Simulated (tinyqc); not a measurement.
Worked calculation: lattice vibrations of a chain. Computed by tinyqc, a small Python program that keeps every step. Command: `OMP_NUM_THREADS=1 python tinyqc.py 20189 20190 out.jsonl` (the two numbers bound the seeds that draw the settings). One thread of a shared host (Intel(R) Xeon(R) Processor @ 2.60GHz), about 0.01 s of CPU time with the checks.

## Dynamical matrix at q = 0.06

A chain moving along its axis:
```
atom,mass (u),spring to the next atom (eV/angstrom^2)
1,110.5000,21.4000
2,95.5000,22.7000
3,33.0000,2.7000
```

q is in units of 2 pi/a. A spring k from atom i to atom j, n cells on, adds k to Phi_ii and Phi_jj, -k exp(2 pi i q n) to Phi_ij and the conjugate to Phi_ji (for one atom a cell: 2k (1 - cos 2 pi q n)); D_ij = Phi_ij / sqrt(m_i m_j).

D(q) (eV/(angstrom^2 u)), lower triangle (Hermitian):
```
,1,2,3
1,0.2181
2,-0.2083,0.4618
3,-0.0416-0.0165i,-0.4044,0.7697
```

## Frequencies

omega^2 are the eigenvalues; wavenumber = 521.4708 sqrt(eigenvalue) 1/cm.

eigenvalues: 0.0013  0.3908  1.0575

wavenumbers (1/cm): 18.7  326.0  536.3

weights |e|^2 of the mass-weighted modes:
```
,mode 1,mode 2,mode 3
atom 1,0.4627,0.5260,0.0113
atom 2,0.4001,0.2597,0.3402
atom 3,0.1372,0.2143,0.6485
```

## Dispersion and heat capacity

C/k_B per atom = mean over q = (j + 1/2)/80, j = 0..39 and all branches of y^2 e^y/(e^y - 1)^2, y = hc wavenumber / k_B T.

Wavenumbers (1/cm):
```
q,branch 1,branch 2,branch 3
0.0000,0.0000,326.8321,536.0660
0.0625,19.4280,325.9141,536.2728
0.1250,38.3804,323.2609,536.8569
0.1875,56.3432,319.1723,537.7179
0.2500,72.7252,314.1406,538.7140
0.3125,86.8262,308.8397,539.6900
0.3750,97.8354,304.0912,540.5024
0.4375,104.9067,300.7635,541.0378
0.5000,107.3540,299.5617,541.2245
```

Heat capacity:
```
T (K),C/k_B per atom
20,0.1045
50,0.2436
100,0.3891
200,0.6556
300,0.8034
600,0.9411
1200,0.9845
```

zero-point energy per atom = 18.9866 meV
